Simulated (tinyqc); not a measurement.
Worked calculation: CID on RHF in the sto-3g basis, frozen core, for BeH+, spin multiplicity 1. One step of it, computed by the program tinyqc.

Task: CID: determinants and Hamiltonian. Slater-Condon rules over spin orbitals, with the nuclear repulsion and the energy of the frozen orbital added and E(HF) subtracted on the diagonal. Only determinants linked to the reference directly or through others are kept (one block of an abelian symmetry group), so some states are absent.

one-electron integrals dressed by the frozen orbital, h + 2 (pq|11) - (p1|1q) (hartree), lower triangle:
```
           2          3          4          5          6
2  -1.204614
3   0.067750  -0.857827
4   0.000000   0.000000  -0.812863
5   0.000000   0.000000   0.000000  -0.812863
6  -0.044146   0.062988   0.000000   0.000000  -0.648465
```

energy of the frozen orbital, 2 h_11 + (11|11) = -14.13309570 hartree

Two-electron integrals over orbitals (pq|rs), unique and non-zero (hartree); the lowest 1 orbital is frozen and left out:
```
(22|22) 0.502982    (32|22) -0.067750   (32|32) 0.042885    (33|22) 0.320784
(33|32) 0.032034    (33|33) 0.455662    (42|42) 0.043522    (43|42) 0.032089
(43|43) 0.050970    (44|22) 0.360183    (44|32) 0.025510    (44|33) 0.394792
(44|44) 0.449859    (52|52) 0.043522    (53|52) 0.032089    (53|53) 0.050970
(54|54) 0.024249    (55|22) 0.360183    (55|32) 0.025510    (55|33) 0.394792
(55|44) 0.401360    (55|55) 0.449859    (62|22) 0.044146    (62|32) -0.049295
(62|33) -0.023862   (62|44) -0.061765   (62|55) -0.061765   (62|62) 0.121543
(63|22) -0.056142   (63|32) 0.037356    (63|33) 0.056450    (63|44) 0.023461
(63|55) 0.023461    (63|62) -0.051959   (63|63) 0.054374    (64|42) -0.028615
(64|43) -0.012307   (64|64) 0.024948    (65|52) -0.028615   (65|53) -0.012307
(65|65) 0.024948    (66|22) 0.504137    (66|32) -0.068647   (66|33) 0.348621
(66|44) 0.364064    (66|55) 0.364064    (66|62) 0.074541    (66|63) -0.058254
(66|66) 0.543563
```

nuclear repulsion = 1.38709623 hartree

Hartree-Fock energy = -14.65224512 hartree

Give: determinants; H - E(HF) between determinants.

Result:

Occupation strings over the orbitals (2 doubly, a alpha, b beta, 0 empty; spin orbitals ordered 1a 1b 2a 2b ...): 220000 202000 20a00b 200200 200020 20b00a 200002

H - E(HF) between determinants (hartree), lower triangle:
```
        220000  202000  20a00b  200200  200020  20b00a  200002
220000   0.000
202000   0.043   0.646
20a00b  -0.049   0.119   0.749
200200   0.044   0.051  -0.012   0.730
200020   0.044   0.051  -0.012   0.024   0.730
20b00a   0.049  -0.119  -0.054   0.012   0.012   0.749
200002   0.122   0.054   0.005   0.025   0.025  -0.005   1.153
```
